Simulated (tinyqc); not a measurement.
# Changing the angle of incidence

Model: physical sputtering: collision-cascade yield, angular dependence, faceting and resputtering in deposition. Computed by tinyqc, a small Python program. Command: `OMP_NUM_THREADS=1 python tinyqc.py 3000793 3000794 out.jsonl sputter sweep`. One thread of a shared host (Intel(R) Xeon(R) Processor @ 2.30GHz), about 0.01 s of CPU time with the checks.

Ions start collision cascades; atoms that reach the surface with more than U leave. The target is amorphous or fine-grained.

Inputs (values chosen for the exercise, modelled on neon ions on tantalum):
```
quantity                    value     unit
ion Z1                         10        -
ion mass M1                  20.2        u
target Z2                      73        -
target mass M2              180.9        u
surface binding energy U      8.1       eV
target density N             55.5   1/nm^3
fit factor Q                 0.52        -
ion energy E                 1600       eV
current density J            0.31  mA/cm^2
angular exponent f            1.6        -
angle of the largest yield     74  degrees
```

Constants: e = 1.602176634e-19 C.

Method:
- gamma = 4 M1 M2/(M1 + M2)^2; threshold E_th = 6.7 U/gamma for M1 >= M2, else U (1 + 5.7 M1/M2)/gamma. eps = 0.03255 M2 E/(Z1 Z2 (M1 + M2) z), z = (Z1^(2/3) + Z2^(2/3))^(1/2), E in eV; s_n = 3.441 sqrt(eps) ln(eps + 2.718)/(1 + 6.355 sqrt(eps) + eps (6.882 sqrt(eps) - 1.708)); S_n = 84.78 Z1 Z2 M1 s_n/((M1 + M2) z) in eV angstrom^2; alpha = 0.249 (M2/M1)^0.56 + 0.0035 (M2/M1)^1.5 for M1 <= M2, else 0.0875 (M2/M1)^(-0.15) + 0.165 M2/M1; Y0 = 0.042 Q alpha S_n/U [1 - sqrt(E_th/E)]^2.5 (the electronic-loss factor of the full formula is dropped).
- Erosion rate = Y0 J/(e N); 1 cm^2 = 1e14 nm^2.
- Angular law: Y/Y0 = t^f exp(-f cos(a_opt)(t - 1)), t = 1/cos(angle), largest at a_opt. A plane tilted by the angle recedes along the beam at a speed proportional to Y(angle), and along its own normal as Y cos(angle).

One run for each value; columns: (1) angle of incidence (degrees); (2) Y/Y0 at the angle; (3) normal speed relative to a flat surface; (4) yield at the angle (atoms per ion):
```
(1)     (2)     (3)     (4)
0    1.0000  1.0000  0.5211
15   1.0407  1.0053  0.5423
30   1.1758  1.0182  0.6127
40   1.3387  1.0255  0.6976
50   1.5873  1.0203  0.8271
60   1.9504  0.9752  1.0163
70   2.3826  0.8149  1.2416
75   2.4587  0.6364  1.2813
80   2.0187  0.3505  1.0519
85   0.4892  0.0426  0.2549
```

Over the rows, Y/Y0 at the angle goes from 1.00 through a maximum among these rows, 2.46 at 75.0, to 0.489; normal speed relative to a flat surface goes from 1.00 through a maximum among these rows, 1.03 at 40.0, to 0.0426; yield at the angle (atoms per ion) goes from 0.521 through a maximum among these rows, 1.28 at 75.0, to 0.255. Oblique ions deposit their energy nearer the surface until reflection sets in; the normal speed peaks at a smaller angle than the yield, as the beam spreads over more area.

Extremes, crossings and ranges named in words are read from the listed rows.
